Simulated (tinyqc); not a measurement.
Density of states of one tight-binding band on the simple cubic lattice: sweeps and comparisons. A value that a table varies takes the place of the one given here.

E(k) = -2 t (c1 + c2 + c3) - 4 t2 (c1 c2 + c2 c3 + c3 c1) with ci = cos(2 pi ki); k in fractions of the reciprocal vectors, mesh k_i = j/N with j = 0 .. N-1. Densities are per cell and per spin, so the band holds one state.

Each cube of the mesh, corners numbered 0 to 7 as the binary number (i j l), is cut into six tetrahedra around the diagonal 0-7: 0137, 0157, 0237, 0267, 0457, 0467. For corner energies e1 <= e2 <= e3 <= e4 and eij = ei - ej, the share of the tetrahedron below E is n = (E - e1)^3/(e21 e31 e41) for e1 < E < e2; n = [e21^2 + 3 e21 x + 3 x^2 - (e31 + e42) x^3/(e32 e42)]/(e31 e41) with x = E - e2 for e2 < E < e3; n = 1 - (e4 - E)^3/(e41 e42 e43) for e3 < E < e4; its density of states is g = dn/dE.

Gaussian broadening: g(E) = mean over the mesh of exp(-(E - E_k)^2/(2 sigma^2))/(sigma sqrt(2 pi)), n(E) = mean of erfc((E_k - E)/(sigma sqrt 2))/2.

Values chosen for the exercise:
- t = 0.92 eV (nearest hopping)
- t2 = 0.13 eV (second hopping)
- N2 = 8 (mesh points along each axis in this comparison)
- sigma = 0.276 eV (Gaussian width)
- E = 2.59 eV (energy at which the density is wanted)

## Three ways to the same curve

N = N2 here; the reference is the linear method with N = 36.

g(E) (1/eV):

| E (eV) | reference | linear tetrahedra | Gaussian, sigma | Gaussian, sigma/4 | reference n(E) |
|---|---|---|---|---|---|
| -6.076 | 0.017 | 0.013 | 0.017 | 0.005 | 0.010 |
| -5.072 | 0.027 | 0.025 | 0.023 | 0.000 | 0.032 |
| -4.068 | 0.039 | 0.039 | 0.026 | 0.011 | 0.065 |
| -3.065 | 0.056 | 0.057 | 0.070 | 0.004 | 0.113 |
| -2.061 | 0.083 | 0.081 | 0.058 | 0.023 | 0.181 |
| -1.057 | 0.143 | 0.153 | 0.152 | 0.264 | 0.294 |
| -0.054 | 0.152 | 0.160 | 0.184 | 0.131 | 0.442 |
| 0.950 | 0.165 | 0.174 | 0.139 | 0.222 | 0.601 |
| 1.953 | 0.185 | 0.204 | 0.180 | 0.085 | 0.776 |
| 2.957 | 0.105 | 0.097 | 0.108 | 0.014 | 0.933 |

Root-mean-square errors against the reference: 0.0083 for linear tetrahedra, 0.0168 for sigma and 0.0669 for sigma/4. The narrow Gaussian is worse than the wide one, because it resolves the separate mesh levels. The reference is highest at 1.953 eV of the energies listed, and half filling lies between -0.054 and 0.950 eV.

## Convergence with the mesh

At the energy E; the plain count is the share of mesh points below E; the reference is the linear method with N = 36.

Results:

| N | points | g linear | n linear | g Gaussian | n Gaussian | n plain count |
|---|---|---|---|---|---|---|
| 4 | 64 | 0.1045 | 0.9424 | 0.0707 | 0.8823 | 0.8906 |
| 6 | 216 | 0.1185 | 0.9147 | 0.1219 | 0.8828 | 0.8843 |
| 8 | 512 | 0.1280 | 0.9037 | 0.1439 | 0.8835 | 0.8770 |
| 12 | 1728 | 0.1339 | 0.8956 | 0.1442 | 0.8836 | 0.8976 |
| 16 | 4096 | 0.1341 | 0.8923 | 0.1440 | 0.8835 | 0.8787 |
| 20 | 8000 | 0.1372 | 0.8908 | 0.1440 | 0.8835 | 0.8866 |

reference n and g: 0.8890  0.1377

The linear n(E) stays within 0.002 of the reference from N = 20 on. The Gaussian g stays within 1 % of its last value from N = 8 on; it tends to the broadened curve, not the true one. At the last mesh it lies +0.006 1/eV from the reference g and the linear g -0.001. The plain count errs by -0.0024 at the last mesh.

## Critical points

The gradient vanishes at these points by symmetry; the signs of the eigenvalues of the second-derivative matrix give the type.

Critical points:

| point | k | E (eV) | positive | negative | type |
|---|---|---|---|---|---|
| Gamma | (0, 0, 0) | -7.0800 | 3 | 0 | minimum |
| X | (0.5, 0, 0) | -1.3200 | 2 | 1 | saddle |
| M | (0.5, 0.5, 0) | 2.3600 | 1 | 2 | saddle |
| R | (0.5, 0.5, 0.5) | 3.9600 | 0 | 3 | maximum |

Gamma is a minimum at -7.080 eV: its contribution to g starts as a square root. X is a saddle at -1.320 eV: g has a square-root kink there. M is a saddle at 2.360 eV: g has a square-root kink there. R is a maximum at 3.960 eV: its contribution to g ends as a square root.

## What moves the count of states

Linear method and Gaussian sum with N = 14. Each row changes one parameter from the base and keeps the others.

Results:

| case | n linear | g linear (1/eV) | n Gaussian | g Gaussian (1/eV) |
|---|---|---|---|---|
| base | 0.8937 | 0.1333 | 0.8835 | 0.1440 |
| t = 1.012 eV | 0.8578 | 0.1427 | 0.8472 | 0.1470 |
| E = 2.682 eV | 0.9055 | 0.1241 | 0.8963 | 0.1340 |
| sigma = 0.552 eV | 0.8937 | 0.1333 | 0.8739 | 0.1386 |
| t2 = 0.176 eV | 0.9067 | 0.1786 | 0.8933 | 0.1851 |

The largest shifts from the base row, up to three for each result and ties (the steps differ in size, so this ranks the rows, not the parameters). n linear: t -0.0359, t2 +0.0130, E +0.0118; unchanged at the printed digits by sigma. g linear (1/eV): t2 +0.0453, t +0.0094, E -0.0092; unchanged at the printed digits by sigma. n Gaussian: t -0.0363, E +0.0128, t2 +0.0098. g Gaussian (1/eV): t2 +0.0411, E -0.0100, sigma -0.0054.

Run: tinyqc, `OMP_NUM_THREADS=1 python tinyqc.py 1652123 1652124 out.jsonl`; Intel(R) Xeon(R) Processor @ 2.30GHz, one thread, shared host; about 0.2 s of CPU time with all checks.
